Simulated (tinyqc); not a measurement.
Choice of the trial bonds: Wannier functions of a composite (isolated) pair of valence bands (bonds of an sp chain).

Each atom has a hybrid pointing left (<) and right (>). H(k): diagonal +V3 on A, -V3 on B; <A<|A>> = -V1a, <B<|B>> = -V1b, <A>|B<> = -V2, <B>|A<> = -V2p exp(ik); k in 1/a, Bloch sums with exp(ikR). The two lowest bands are filled. Trial functions in cell 0: g1 = cos(c) A> + sin(c) B<, and g2 = sin(c) B> + cos(c) A< of cell 1, whose Bloch vector has cos(c) exp(-ik) on A<. Projection A_mn = <psi_m|g_n>, S = A^+ A, Loewdin U = A S^(-1/2), Bloch-like states w_n = sum_m psi_m U_mn, H_W(k) = U^+ diag(E) U. P = sum_m |psi_m><psi_m| is free of phase choices, and S = g^+ P g, w = P g S^(-1/2).

Inputs chosen for the exercise:
- V2 = 2.51 eV (coupling in the bond A-B inside the cell)
- V2p = 4.14 eV (coupling in the bond to the next cell)
- V1a = 0.96 eV (coupling of the two hybrids on A)
- V1b = 1.13 eV (the same on B)
- V3 = 0 eV (A at +V3, B at -V3)
- xb = 0.49 a (position of B (A at 0))

N = 12; centres and spreads in real space with point-like hybrids at R and R + xb; smallest eigenvalue of S over the mesh.

Trial angle:

| c (deg) | smallest S | centre 1 (a) | centre 2 (a) | sum of centres | total spread (a^2) | H_12(R = 0), mean over k (eV) |
|---|---|---|---|---|---|---|
| 15 | 0.609 | 0.2460 | 0.7440 | 0.9900 | 0.1323 | -0.5654 |
| 30 | 0.838 | 0.2460 | 0.7440 | 0.9900 | 0.1321 | -0.5619 |
| 45 | 0.975 | 0.2460 | 0.7440 | 0.9900 | 0.1321 | -0.5587 |
| 55 | 0.897 | 0.2460 | 0.7440 | 0.9900 | 0.1321 | -0.5565 |
| 65 | 0.769 | 0.2460 | 0.7440 | 0.9900 | 0.1322 | -0.5541 |
| 85 | 0.435 | 0.2460 | 0.7440 | 0.9900 | 0.1326 | -0.5479 |

Give the missing row, c (deg) = 75.

Computed row:
```
c (deg)  smallest S  centre 1 (a)  centre 2 (a)  sum of centres  total spread (a^2)  H_12(R = 0), mean over k (eV)
75            0.609        0.2460        0.7440          0.9900              0.1323                        -0.5514
```

The sum of the centres stays at 0.9900 a within 0.0000: it gives the electronic polarisation, modulo a, and is fixed by the filled space. Single centres move by less than 0.0001 a here and H_12(0), a matter of gauge, moves by 17 meV. The total spread runs only from 0.1321 to 0.1326 a^2, so the orthogonalisation repairs even poor trials; the projection is best at c = 45 degrees among these rows, and the two bonds, isolated, have c = 45 and 45.

Program tinyqc; command `OMP_NUM_THREADS=1 python tinyqc.py 1450828 1450829 out.jsonl`; about 0.2 s on one thread of a shared Intel(R) Xeon(R) Processor @ 2.30GHz.
